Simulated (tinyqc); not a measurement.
sp3s* tight binding, step by step. Values are carried at full precision from step to step, so a last printed digit may differ when a step is redone from the rounded ones.

sp3s* tight binding, nearest neighbours only: anion (a) at 0, cation (c) at a/4 (1,1,1), orbitals s, px, py, pz, s* on each; k in units of 2 pi/a. With phases e_j = exp(i (pi/2) k.n_j) for n = (1,1,1), (1,-1,-1), (-1,1,-1), (-1,-1,1): g0 = (e1+e2+e3+e4)/4, g1 = (e1+e2-e3-e4)/4, g2 = (e1-e2+e3-e4)/4, g3 = (e1-e2-e3+e4)/4. The diagonal holds the levels Esa, Epa, Exa (s*) and Esc, Epc, Exc. Anion-cation block: <sa|sc> = Vss g0; <sa|xc> = Vsapc g1; <xa|sc> = -Vscpa g1; <xa|xc> = Vxx g0; <xa|yc> = <ya|xc> = Vxy g3, <xa|zc> = <za|xc> = Vxy g2, <ya|zc> = <za|yc> = Vxy g1; <s*a|xc> = Vxapc g1; <xa|s*c> = -Vpaxc g1; y and z take g2 and g3 in place of g1; s-s* and s*-s* vanish.

Constants: hbar^2/2m0 = 3.80998211 eV angstrom^2.

Parameters, chosen for this exercise (near a published set for GaAs, fitted to gaps, whose masses and valley positions are rough; shifted at random, so the results belong to these values and not to a real crystal): k = (0.09, 0.09, 0.09) 2 pi/a (wave vector); Esa = -8.351 eV (s level of the anion); Epa = 1.04 eV (p level of the anion); Esc = -2.638 eV (s level of the cation); Epc = 3.642 eV (p level of the cation); Exa = 8.642 eV (s* level of the anion); Exc = 6.743 eV (s* level of the cation); Vss = -6.485 eV (s-s); Vxx = 1.958 eV (px-px); Vxy = 5.094 eV (px-py); Vsapc = 4.453 eV (s anion, p cation); Vscpa = 5.823 eV (s cation, p anion); Vxapc = 4.834 eV (s* anion, p cation); Vpaxc = 4.803 eV (p anion, s* cation); a = 5.651 angstrom (lattice constant).

## Phase sums

Form g0 to g3 at this k.

g0, g1, g2, g3: 0.97037-0.00280i  -0.01966+0.13810i  -0.01966+0.13810i  -0.01966+0.13810i

## The Hamiltonian without spin-orbit coupling

Fill in the 10 x 10 matrix.

H(k) (eV):
```
                  sa               xa               ya               za              s*a               sc
sa           -8.3510                0                0                0                0  -6.2928+0.0181i
xa                 0           1.0400                0                0                0   0.1145-0.8042i
ya                 0                0           1.0400                0                0   0.1145-0.8042i
za                 0                0                0           1.0400                0   0.1145-0.8042i
s*a                0                0                0                0           8.6420                0
sc   -6.2928-0.0181i   0.1145+0.8042i   0.1145+0.8042i   0.1145+0.8042i                0          -2.6380
xc   -0.0875-0.6150i   1.9000+0.0055i  -0.1001-0.7035i  -0.1001-0.7035i  -0.0950-0.6676i                0
yc   -0.0875-0.6150i  -0.1001-0.7035i   1.9000+0.0055i  -0.1001-0.7035i  -0.0950-0.6676i                0
zc   -0.0875-0.6150i  -0.1001-0.7035i  -0.1001-0.7035i   1.9000+0.0055i  -0.0950-0.6676i                0
s*c                0   0.0944+0.6633i   0.0944+0.6633i   0.0944+0.6633i                0                0

                  xc               yc               zc             s*c
sa   -0.0875+0.6150i  -0.0875+0.6150i  -0.0875+0.6150i               0
xa    1.9000-0.0055i  -0.1001+0.7035i  -0.1001+0.7035i  0.0944-0.6633i
ya   -0.1001+0.7035i   1.9000-0.0055i  -0.1001+0.7035i  0.0944-0.6633i
za   -0.1001+0.7035i  -0.1001+0.7035i   1.9000-0.0055i  0.0944-0.6633i
s*a  -0.0950+0.6676i  -0.0950+0.6676i  -0.0950+0.6676i               0
sc                 0                0                0               0
xc            3.6420                0                0               0
yc                 0           3.6420                0               0
zc                 0                0           3.6420               0
s*c                0                0                0          6.7430
```

## Levels at this k

Diagonalise H, which belongs to k = (0.09, 0.09, 0.09) (2 pi/a). Four bands are filled (two electrons each); give the make-up of band 5, the lowest empty one.

levels (eV): -12.4884  -1.0581  -0.1481  -0.1481  2.0614  4.5880  4.8301  4.8301  7.0341  8.9410

weights of band 5: s 0.780, p 0.209, s* 0.011

weight of band 5 on atom a = 0.370

The vertical gap at this k is 2.2095 eV; band 5 is mostly s-like.

## Levels at Gamma

At k = 0 only g0 = 1 is left and H falls into 2 x 2 blocks [[E_a, V], [V, E_c]] with roots (E_a + E_c)/2 -/+ sqrt(((E_a - E_c)/2)^2 + V^2); the s* levels stay uncoupled. The direct gap runs from the highest lower root of the p blocks to the lowest upper root.

Blocks at Gamma (eV):
```
block            E_a      E_c        V  lower root  upper root
s (Gamma1)   -8.3510  -2.6380  -6.4850    -12.5807      1.5917
p (Gamma15)   1.0400   3.6420   1.9580     -0.0098      4.6918
```

direct gap at Gamma = 1.6016 eV

The lowest empty level at Gamma is s-like.

## Bands near the gap

Diagonalise at L = (1/2,1/2,1/2), X = (1,0,0), W = (1,1/2,0), K = (3/4,3/4,0) and at the fractions named between them; energies from the top of the valence band at Gamma; 4 bands are filled.

Levels (eV):
```
k        level 2  level 3  level 4  level 5  level 6
L         -6.996   -1.408   -1.408    1.715    3.842
L-G 0.5   -4.135   -0.784   -0.784    2.162    4.241
G          0.000    0.000    0.000    1.602    4.702
G-X 0.2   -1.275   -0.413   -0.413    2.352    4.182
G-X 0.4   -3.235   -1.278   -1.278    2.841    3.289
G-X 0.6   -5.138   -2.121   -2.121    2.537    2.816
G-X 0.7   -5.991   -2.454   -2.454    2.298    2.692
G-X 0.8   -6.732   -2.702   -2.702    2.140    2.563
G-X 0.9   -7.288   -2.855   -2.855    2.057    2.464
X         -7.511   -2.907   -2.907    2.033    2.426
W         -7.511   -2.907   -2.907    2.033    2.426
K         -7.422   -3.138   -2.463    1.994    2.554
K-G 0.5   -4.812   -1.974   -0.851    2.434    3.556
```

On these points the lowest empty level is lowest at G, 1.602 eV above the top.

## Valleys and masses

The lowest conduction level at Gamma, at its minimum on (x,0,0) for x from 0.5 to 1, and at the point L (L, and X where the search ends there, need not be minima in this model; a zero or negative inverse mass shows it). Inverse masses m0/m = (E(+h) + E(-h) - 2 E)/(2 c q^2) with c = hbar^2/2m0, q = h 2 pi/a, h = 0.002; longitudinal along the valley axis ([100] at Gamma and Delta, [111] at L), transverse along [010] or [1-10]. A dash: the next level lies within 0.15 eV, so a single mass has no use there.

Valleys:
```
valley  x (2 pi/a)  E - Ev (eV)  m0/m_l  m0/m_t
Gamma       0.0000       1.6016    8.15    8.15
Delta       1.0000       2.0329    0.50    0.00
L           0.5000       1.7154    0.62    1.35
```

Of these three the lowest is Gamma, which makes the gap direct, 1.6016 eV. At Delta m0/m_t is 0.00. This nearest-neighbour model is fitted to gaps: it places the Delta minimum and the masses at Delta and L only roughly (transverse masses can be several times too heavy), and since its bands are flat from X to W the transverse mass grows too heavy towards X; d orbitals or second neighbours cure this.

## Checks

- Direct gap at Gamma from the blocks against the full matrix: both 1.60156.

tinyqc: `OMP_NUM_THREADS=1 python tinyqc.py 1451245 1451246 out.jsonl`; about 0.1 s, one thread, shared Intel(R) Xeon(R) Processor @ 2.30GHz.
